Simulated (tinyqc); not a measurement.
# From dry film back to solids volume fraction c0

Model: spin coating of a resist or spin-on film: centrifugal thinning, evaporation and the final thickness (Emslie and Meyerhofer models). Computed by tinyqc, a small Python program. Command: `OMP_NUM_THREADS=1 python tinyqc.py 3112949 3112950 out.jsonl spincoat inv`. One thread of a shared host (Intel(R) Xeon(R) Processor @ 2.30GHz), about 0.3 s of CPU time with the checks.

A Newtonian film stays uniform over the wafer; solvent and solids have the same density and the concentration is uniform through the thickness.

Inputs (values chosen for the exercise, of the order of those of a polymer resist in an ester solvent): kinematic viscosity of the solvent nu_s = 2.2 mm^2/s; viscosity constant k = 1100 mm^2/s; viscosity exponent gamma = 2.1; spin speed f = 3000 rpm; evaporation rate at 1000 rpm e0 = 0.24 micrometre/s; starting thickness h0 = 200 micrometre; shrinkage in the bake = 15 %.

Method:
- omega = 2 pi f/60; nu(c) = nu_s + k c^gamma; evaporation rate e = e0 sqrt(f/1000 rpm).
- Full model for solids s and liquid l per area, h = s + l, c = s/h: ds/dt = -c Q, dl/dt = -(1 - c) Q - e, Q = 2 omega^2 h^3/(3 nu(c)); integrated adaptively (relative tolerance 1e-9) until l = 0.
- Dry film = s at l = 0, before the bake; film after the bake = s x (1 - shrinkage).

Question. A run gave the result below. Find the solids volume fraction c0, known to lie between 0.039 and 0.088.

dry film = 169.036 nm

Answer.

Each step takes the trial c = (a f_b - b f_a)/(f_b - f_a), f being the result less the target and a, b, c the logarithms of the listed values; c replaces end b, the old b replaces a if the sign of f changed, and otherwise f_a is halved.

Scan of the range:
```
solids volume fraction c0  dry film (nm)
0.0390                           119.374
0.0447                           143.591
0.0512                           173.637
0.0586                           210.993
0.0671                           258.001
0.0768                           316.897
0.0880                           391.683
```

False position (Illinois rule, in the logarithm of the input) inside the bracket:
```
step      end a      end b      trial  dry film (nm)
1     0.0447000  0.0512000  0.0501466        168.591
2     0.0512000  0.0501466  0.0502385        169.029
3     0.0512000  0.0502385  0.0502414        169.043
4     0.0502385  0.0502414  0.0502400        169.036
```

dry film rises at every point of a 13-point scan of the range (every second point is shown), so one value fits; it is bracketed by 0.0447 and 0.0512. Answer: solids volume fraction c0 = 0.05024.
